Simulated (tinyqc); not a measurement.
Periodic multilayer mirror for extreme ultraviolet light: one step. Coefficients of one period. Four cases, with inputs chosen for the exercise.

Question. Form q, the three interface coefficients and the two phase factors.

s polarisation, vacuum above. q_j = sqrt(N_j^2 - sin^2 theta); interface r_jk = (q_j - q_k)/(q_j + q_k) exp(-2 (2 pi/lam)^2 q_j q_k sg^2) (Nevot-Croce; sg = 0 if not given); phase factor of a layer x_j = exp(4 pi i q_j d_j/lam). Each period has the spacer (thickness (1 - Gm) L) on top of the absorber (Gm L). In this recursion R is the amplitude; R in tables and results is the reflectance, its squared modulus. The substrate is of the spacer material. Starting with R = 0 in it, each interface upward gives R -> (r + R x)/(1 + r R x), x that of the layer below the interface (1 for the substrate).

Case 1.

Values chosen (optical constants near those of Mo and Si at 13.5 nm; shifted at random, so the results belong to these values and not to a real crystal):
- lam = 13.5 nm (wavelength)
- dA = (0.0795, 0.00645) (delta and beta of the absorber, N = 1 - delta + i beta)
- dS = (0.0008, 0.00189) (delta and beta of the spacer and the substrate)
- L = 6.99 nm (period)
- Gm = 0.46 (absorber share of the period)
- theta = 0 degrees (angle from the normal)
- sg = 0.3 nm (interface roughness)

Case 2.

Values chosen (optical constants near those of Mo and Si at 13.5 nm; shifted at random, so the results belong to these values and not to a real crystal):
- lam = 13.5 nm (wavelength)
- dA = (0.074, 0.00637) (delta and beta of the absorber, N = 1 - delta + i beta)
- dS = (0.0011, 0.00179) (delta and beta of the spacer and the substrate)
- L = 7.08 nm (period)
- Gm = 0.35 (absorber share of the period)
- theta = 12 degrees (angle from the normal)
- sg = 0.4 nm (interface roughness)

Case 3.

Values chosen (optical constants near those of Mo and Si at 13.5 nm; shifted at random, so the results belong to these values and not to a real crystal):
- lam = 13.5 nm (wavelength)
- dA = (0.079, 0.00669) (delta and beta of the absorber, N = 1 - delta + i beta)
- dS = (0.0011, 0.00189) (delta and beta of the spacer and the substrate)
- L = 6.92 nm (period)
- Gm = 0.38 (absorber share of the period)
- theta = 0 degrees (angle from the normal)
- sg = 0.4 nm (interface roughness)

Case 4.

Values chosen (optical constants near those of Mo and Si at 13.5 nm; shifted at random, so the results belong to these values and not to a real crystal):
- lam = 13.5 nm (wavelength)
- dA = (0.078, 0.0069) (delta and beta of the absorber, N = 1 - delta + i beta)
- dS = (0.001, 0.0018) (delta and beta of the spacer and the substrate)
- L = 7.07 nm (period)
- Gm = 0.41 (absorber share of the period)
- theta = 12 degrees (angle from the normal)
- sg = 0.4 nm (interface roughness)

Give: q; r; x.

Answer.

Case 1.

q: spacer 0.99920+0.00189i, absorber 0.92050+0.00645i

r: vacuum/spacer 0.00038-0.00091i, spacer/absorber 0.03954-0.00248i, absorber/spacer -0.03954+0.00248i

x: spacer -0.92646-0.35844i, absorber -0.90852+0.36975i

One interface reflects only 0.00157. The round-trip phase of a period is -1.0 degrees from a full turn and its amplitude 0.9744.

Case 2.

q: spacer 0.97702+0.00183i, absorber 0.90236+0.00654i

r: vacuum/spacer 0.00054-0.00088i, spacer/absorber 0.03736-0.00254i, absorber/spacer -0.03736+0.00254i

x: spacer -0.49908-0.85753i, absorber -0.48139+0.85939i

One interface reflects only 0.00140. The round-trip phase of a period is -0.9 degrees from a full turn and its amplitude 0.9773.

Case 3.

q: spacer 0.99890+0.00189i, absorber 0.92100+0.00669i

r: vacuum/spacer 0.00051-0.00088i, spacer/absorber 0.03806-0.00254i, absorber/spacer -0.03806+0.00254i

x: spacer -0.65673-0.74412i, absorber -0.62131+0.76273i

One interface reflects only 0.00145. The round-trip phase of a period is -2.3 degrees from a full turn and its amplitude 0.9764.

Case 4.

q: spacer 0.97713+0.00184i, absorber 0.89825+0.00708i

r: vacuum/spacer 0.00049-0.00088i, spacer/absorber 0.03956-0.00284i, absorber/spacer -0.03956+0.00284i

x: spacer -0.78896-0.60278i, absorber -0.73893+0.64535i

One interface reflects only 0.00157. The round-trip phase of a period is -3.8 degrees from a full turn and its amplitude 0.9741.

Computed by tinyqc, one run a case: `OMP_NUM_THREADS=1 python tinyqc.py N N+1 out.jsonl` with N = 1650734, 1650897, 1650943, 1651165; one thread of a shared Intel(R) Xeon(R) Processor @ 2.30GHz, about 0.01 s a run at most.
